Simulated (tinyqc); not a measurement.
Which input was changed? Model: Haynes-Shockley experiment: drift, diffusion and decay of a minority-carrier pulse. Computed by tinyqc, a small Python program. Command: `OMP_NUM_THREADS=1 python tinyqc.py 3114003 3114004 out.jsonl haynes which`. One thread of a shared host (Intel(R) Xeon(R) Processor @ 2.30GHz), about 0.06 s of CPU time with the checks.

A thin sheet of excess carriers is made at x = 0, t = 0 in a long uniform bar; injection is low, so the pulse moves with the minority mobility.

Inputs (values chosen for the exercise, modelled on holes in n-type silicon in a lightly doped bar): minority mobility mu = 433 cm^2/(V s); lifetime tau = 20 microsecond; temperature T = 330 K; field F = 16 V/cm; distance d to the collector = 0.24 cm; injected sheet density N0 = 5.3e+09 1/cm^2.

Constants: k_B = 8.617333262e-05 eV/K.

Method:
- D = mu k_B T/e, v = mu F.
- Transit time d/v, diffusion length sqrt(D tau), drift length v tau, Peclet number v d/D = e F d/(k_B T).
- dn(x, t) = N0/sqrt(4 pi D t) exp(-(x - v t)^2/(4 D t) - t/tau).
- At fixed x the signal peaks where d ln(dn)/dt = 0: a t^2 + t/2 - x^2/(4 D) = 0 with a = v^2/(4 D) + 1/tau.
- The full width at half maximum is found by solving dn(x, t) = peak/2 on both sides of the peak.
- With w the full width at half maximum: mu = d/(F t_p); D = (w d)^2/(16 ln2 t_p^3); Einstein ratio D/mu against k_B T/e.

Task: One of these inputs alone was changed, within the range given: lifetime tau (10 to 40); temperature T (200 to 400); field F (8 to 32); distance d to the collector (0.12 to 0.48). Which one, and to what value?

Results:
```
run     peak density (1/cm^3)  width at half maximum (microsecond)  apparent D (cm^2/s)
before           1.327595e+10                             9.517190             12.46493
after            7.607570e+09                             9.403054             12.46370
```

Result:

Each candidate set to reproduce peak density, and what it then gives:
```
candidate                         range searched  value needed  width at half maximum (microsecond)  apparent D (cm^2/s)
lifetime tau (microsecond)              10 to 40         15.00                                9.403               12.464
temperature T (K)                     200 to 400  out of reach                                    -                    -
field F (V/cm)                           8 to 32         12.60                               13.304               12.503
distance d to the collector (cm)    0.12 to 0.48        0.3020                               10.686               12.434
```

Only lifetime tau fits every result: it went from 20 to 15.0 microsecond. The next best candidate, distance d to the collector, misses one result by 14 %.
